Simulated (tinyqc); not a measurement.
# Formation energy of a charged point defect from supercell energies, step by step

A worked calculation. Computed by tinyqc, a small Python program that keeps every step. Command: `OMP_NUM_THREADS=1 python tinyqc.py 3008369 3008370 out.jsonl formation walk`. One thread of a shared host (Intel(R) Xeon(R) Processor @ 2.30GHz), about 0.01 s of CPU time with the checks. Intermediate numbers are printed to about 7 digits and carried at full precision; extremes and crossings named in words are read from the listed rows.

The host is a compound AB. Making the defect adds n_A = 1, n_B = -1 atoms to the cell. All total energies are inputs. E_F is counted from the valence-band maximum (VBM); x = 0 is A-rich and x = 1 B-rich growth.

Inputs (values chosen for the exercise, for a model compound AB): gap E_g = 3.53 eV; E_VBM of the host cell = 5.687 eV; potential alignment dV = 0.074 eV; dielectric constant eps = 6.93; cell length L = 19.3 angstrom; mu_A of the pure element = -3.383 eV; mu_B of the pure element = -2.977 eV; formation enthalpy dH of AB = -1.9 eV; growth condition x = 0.57; Fermi level E_F = 2.58 eV; temperature T = 1400 K; site density N_s = 3.3e+22 cm^-3.

Defect: A on a B site. Supercell lattice: sc.

charge states q: [3, 2, 1, 0]

E(defect, q) - E(host), in the order of q (eV): [-22.656, -14.793, -6.366, 2.585]

Constants: e^2/(4 pi eps_0) = 14.39964548 eV angstrom; k_B = 8.617333262e-05 eV/K.

## Chemical potentials

dmu_A = x dH and dmu_B = (1 - x) dH, so that dmu_A + dmu_B = dH; mu = mu(element) + dmu. The reservoir term is sum n_i mu_i.

dmu_A = -1.083 eV

dmu_B = -0.817 eV

sum n_i mu_i = -0.672 eV

## Image-charge corrections

Image-charge correction of a point charge in a neutralising background: E_corr = q^2 alpha e^2/(4 pi eps_0) / (2 eps L), alpha = 2.837297 for a sc array with L the cube root of the volume.

E_corr (eV): (q=+3) 1.374607, (q=+2) 0.610936, (q=+1) 0.152734, (q=0) 0.000000

Caution: the largest image-charge correction in these energies, q^2 alpha e^2/(8 pi eps_0 eps L) with alpha = 2.837297, exceeds a quarter of the gap; the point-charge term alone is then a rough estimate, usually too large for a charge that is spread out.

## Formation energies at E_F = 0

E_f(q, E_F) = [E(defect, q) - E(host)] - sum n_i mu_i + q (E_VBM + dV + E_F) + E_corr(q).

E_f(q, 0) (eV): (q=+3) -3.326393, (q=+2) -1.988064, (q=+1) 0.219734, (q=0) 3.257000

Caution: E_f at E_F = 0 is negative for at least one charge state, so in equilibrium E_F cannot reach the valence-band maximum.

## Transition levels and the lower envelope

eps(q/q') = [E_f(q', 0) - E_f(q, 0)]/(q - q'). U of state q is eps(q/q-1) - eps(q+1/q). The stable state at each E_F is the lowest line E_f(q, 0) + q E_F.

One-electron levels above the VBM (eV):
```
level      energy  U of the state between this level and the next
(+3/+2)  1.338329                                       0.8694682
(+2/+1)  2.207798                                       0.8294682
(+1/0)   3.037266                                               -
```

Stable states:
```
q   from E_F (eV)  to E_F (eV)
+3       0.000000     1.338329
+2       1.338329     2.207798
+1       2.207798     3.037266
0        3.037266     3.530000
```

Stable in the gap, from the VBM up: +3, +2, +1, 0.

## The first and the last level

eps(q/q-1) = E_f(q - 1, 0) - E_f(q, 0).

level (+3/+2) = 1.338329 eV

level (+1/0) = 3.037266 eV

## Concentrations at the given E_F and T

E_f(q, E_F) = E_f(q, 0) + q E_F. c_q = N_s exp(-E_f(q, E_F)/k_B T), with all degeneracy factors one and no vibrational entropy.

Charge states:
```
q   E_f (eV)   c_q (cm^-3)         share
+3  4.413607  4.268034e+06  1.450822e-06
+2  3.171936  1.259056e+11  4.279880e-02
+1  2.799734  2.753688e+12  9.360543e-01
0   3.257000  6.220567e+10  2.114542e-02
```

lowest formation energy = 2.799734 eV

total concentration = 2.941803e+12 cm^-3

mean charge = 1.021656 e

State +1 holds 93.6 % of the defects.

## Fermi level and growth conditions

Each entry is the lowest E_f over q.

Lowest formation energy (eV):
```
E_F (eV)  stable q  A-rich, x = 0    x = 0.5  B-rich, x = 1
0.000           +3      -5.492393  -3.592393      -1.692393
0.441           +3      -4.169393  -2.269393      -0.369393
0.882           +3      -2.846393  -0.946393       0.953607
1.324           +3      -1.520393   0.379607       2.279607
1.765           +2      -0.624064   1.275936       3.175936
2.206           +2       0.257936   2.157936       4.057936
2.648           +1       0.701734   2.601734       4.501734
3.089            0       1.091000   2.991000       4.891000
3.530            0       1.091000   2.991000       4.891000
```

Going from A-rich to B-rich growth shifts every line by +3.800 eV and moves no transition level. The slope of the envelope is the stable charge, so E_f is highest in the rows from E_F = 3.09 to 3.53 eV, where the neutral state is stable: the defect forms most easily in p-type material. Under A-rich growth E_f turns negative for part of the gap, so in equilibrium E_F cannot enter that part. Under B-rich growth E_f turns negative for part of the gap, so in equilibrium E_F cannot enter that part.

## What the corrections do to the levels

Levels eps(q/q-1) with the terms q dV and E_corr left out or kept.

Levels above the VBM (eV):
```
level      raw  with alignment  with image charge  with both
(+3/+2)  2.176           2.102           1.412329   1.338329
(+2/+1)  2.740           2.666           2.281798   2.207798
(+1/0)   3.264           3.190           3.111266   3.037266
```

Alignment moves every level by -dV = -0.074 eV. The image term moves eps(q/q-1) by (1 - 2q) E_corr(1): (+3/+2) by -0.764, (+2/+1) by -0.458, (+1/0) by -0.153 eV, donor levels down and acceptor levels up. It adds 2 E_corr(1) = 0.305 eV to every U.

Checks made by the program: envelope against a direct minimum on a grid (relative difference below 1e-10).
